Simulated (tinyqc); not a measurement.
Inside a calculation: band edges of strained Si(1-x)Ge(x) on relaxed Si(1-y)Ge(y). Values are carried at full precision from step to step, so a last printed digit may differ when a step is redone from the rounded ones.

Values are linear in the Ge fraction but for ED(x) = linear - CD x (1 - x) and a(x) = linear - Ca x (1 - x). Energies are on the common scale of Ev.

Values chosen for the exercise (end members near Si and Ge, in this order; shifted at random, so the results belong to these values and not to a real crystal): a = (5.43, 5.662) angstrom (lattice constant); Dso = (0.044, 0.29) eV (spin-orbit splitting); av = (2.43, 1.22) eV (valence hydrostatic potential); b = (-2.12, -2.58) eV (tetragonal shear potential); d = (-4.86, -5.36) eV (trigonal shear potential); C11 = (166.8, 127.5) GPa; C12 = (64, 48.7) GPa; C44 = (80.6, 67.8) GPa; Ev = (0, 0.67) eV (top of the unstrained valence band); ED = (1.136, 0.918) eV (gap to the Delta valleys); EL = (2.001, 0.734) eV (gap to the L valleys); aD = (1.59, 1.32) eV (hydrostatic potential of the Delta gap); aL = (-2.84, -2.53) eV (hydrostatic potential of the L gap); XuD = (8.87, 9.42) eV (uniaxial potential, Delta); XuL = (16.65, 15.62) eV (uniaxial potential, L); CD = 0.237 eV (bowing of the Delta gap); Ca = 0.024 angstrom (bowing of the lattice constant); x = 0.18 (Ge fraction of the layer); y = 0 (Ge fraction of the relaxed buffer); face = 001 (growth face).

## Values of the layer and the buffer

Interpolate at x and at y.

Interpolated values (a in angstrom, C11, C12, C44 in GPa, all else in eV):

| symbol | layer | buffer |
|---|---|---|
| a | 5.4682 | 5.4300 |
| Dso | 0.0883 | 0.0440 |
| av | 2.2122 | 2.4300 |
| b | -2.2028 | -2.1200 |
| d | -4.9500 | -4.8600 |
| C11 | 159.7260 | 166.8000 |
| C12 | 61.2460 | 64.0000 |
| C44 | 78.2960 | 80.6000 |
| Ev | 0.1206 | 0.0000 |
| ED | 1.0618 | 1.1360 |
| EL | 1.7729 | 2.0010 |
| aD | 1.5414 | 1.5900 |
| aL | -2.7842 | -2.8400 |
| XuD | 8.9690 | 8.8700 |
| XuL | 16.4646 | 16.6500 |

## Strain of the layer on a (001) buffer

Coherent growth on a (001) face: e_par = (a(y) - a(x))/a(x), e_perp = -2 (C12/C11) e_par; exx = eyy = e_par, ezz = e_perp, no shear.

Use the elastic constants of the layer.

e_par = -0.006989
e_perp = 0.005360

strain tensor in the cubic axes:
```
           x          y         z
x  -0.006989   0.000000  0.000000
y   0.000000  -0.006989  0.000000
z   0.000000   0.000000  0.005360
```

The layer is under compression in the plane; its volume changes by -0.862 %.

## Conduction valleys of the layer

A valley with unit axis u lies at Ev + gap + (av + a_valley) tr(e) + Xu (u.e.u - tr(e)/3); the Delta axes are x, y, z and the L axes [111], [1-1-1], [-11-1], [-1-11]. The second-order shift of the Delta valleys under shear is left out; it lowers the pair normal to the sheared plane by tens of meV at a shear of 1 %.

Give the hydrostatic shifts, the uniaxial shifts and the edges.

hydrostatic shifts of Delta and L (eV): -0.0323  0.0049

uniaxial shifts (eV): Delta x -0.0369, Delta y -0.0369, Delta z 0.0738, L [111] 0.0000, L [1-1-1] 0.0000, L [-11-1] 0.0000, L [-1-11] 0.0000

valley edges (eV): Delta x 1.1131, Delta y 1.1131, Delta z 1.2239, L [111] 1.8985, L [1-1-1] 1.8985, L [-11-1] 1.8985, L [-1-11] 1.8985

The lowest set is Delta4 (the digit counts whole valleys) at 1.1131 eV; the Delta valleys spread over 111 meV and the L valleys over 0 meV.

## Valence edges of the layer

Valence edges: Ev plus the levels of the 6 x 6 matrix of X, Y, Z times spin with -Dso/3 + l exx + m (eyy + ezz) on the diagonal (cyclic), n exy off it, l = av + 2 b, m = av - b, n = sqrt(3) d. Spin-orbit term (Dso/3) L.sigma on X, Y, Z with (L_k)_ij = -i epsilon_kij: <X+|H|Y+> = -i Dso/3, <X+|H|Z-> = Dso/3, <Y+|H|Z-> = -i Dso/3, <Z+|H|X-> = -Dso/3, <Z+|H|Y-> = i Dso/3, <X-|H|Y-> = i Dso/3, and their conjugates; + and - are the spin along z.

Give the strain block and the three twofold edges.

strain block (eV), lower triangle:
```
        X       Y        Z
X  0.0081
Y       0  0.0081
Z       0       0  -0.0735
```

edges from the top (eV): 0.1287  0.0929  -0.0053

The top two edges are split by 36 meV.

## Gap and offsets against the buffer

Buffer: Ev(y) and Ec = Ev(y) + min(ED, EL). dEc = Ec(buffer) - Ec(layer), dEv = Ev(layer) - Ev(buffer); positive values confine the carrier in the layer; type I if both have one sign.

gap of the strained layer = 0.9844 eV
gap of the buffer = 1.1360 eV
dEc = 0.0229 eV
dEv = 0.1287 eV

Type I: electrons collect in the layer (23 meV) and holes in the layer (129 meV). The relaxed layer would have a gap of 1.062 eV, so strain has moved it by -77 meV. An offset this small is within the spread of published parameter sets, so the type is not settled by this model.

## Checks

- Mean of the three Delta edges against the hydrostatic shift alone (eV): both 1.15003.

(tinyqc, `OMP_NUM_THREADS=1 python tinyqc.py 1050955 1050956 out.jsonl`, Intel(R) Xeon(R) Processor @ 2.30GHz, 1 thread, shared host, about 0.01 s.)
